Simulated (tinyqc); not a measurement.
# Bias-temperature instability, empirical power law with universal recovery: effect of the time exponent at a fixed measured point

Threshold-voltage shift at the end of a stress: dV = A (V/V0)^g exp[-(Ea q/kB)(1/T - 1/T0)] (t/1 s)^n. After a delay tr the permanent share pp stays and the rest falls by r = 1/(1 + B (tr/t)^be). An empirical model: its parameters are fits, not properties.

The lifetime solves dV = dc; ten years are 3.15576e8 s. A is rescaled so that the shift at ts, V0 and T0 stays the same.

Inputs (values chosen for the exercise): reference stress voltage V0 = 2 V; reference temperature T0 = 373 K; shift after 1 s at V0 and T0 A = 9.9 mV; time exponent n = 0.12; voltage exponent g = 4.3; apparent activation energy of the shift Ea = 0.15 eV; use voltage V = 0.84 V; use temperature T = 328 K; failure criterion dc = 30 mV; stress time ts = 10000 s.

Constants: q = 1.602176634e-19 C, kB = 1.380649e-23 J/K. Results are converted to the units shown.

Effect of the time exponent at a fixed measured point:
```
nx     A (mV)  shift after ten years (mV)  lifetime (years)
0.1    11.902                      1.0653         3.1376e15
0.125  9.4544                      1.3802         4.9826e11
0.15   7.5099                      1.7882          1.4612e9
0.175  5.9653                      2.3168          2.2677e7
0.2    4.7384                      3.0017          9.9712e5
0.225  3.7639                      3.8891             87787
0.25   2.9898                      5.0388             12565
0.275  2.3748                      6.5284            2561.1
0.3    1.8864                      8.4583            680.45
```

What does the comparison show?

The ten-year shift rises from 1.07 to 8.46 mV and the lifetime falls from 3.14e15 to 680 years: an error of 0.025 in the exponent changes the shift by a factor of 1.30 over the 4.50 decades from ts to ten years. For nx = 0.1, 0.125, 0.15, 0.175, 0.2, 0.225, 0.25, 0.275 the lifetime is a formal extrapolation far beyond any test.

Computed by the program tinyqc: `OMP_NUM_THREADS=1 python tinyqc.py 2070026 2070027 out.jsonl`, one thread of a shared Intel Xeon 2.30GHz, about 0.01 s for the whole run.
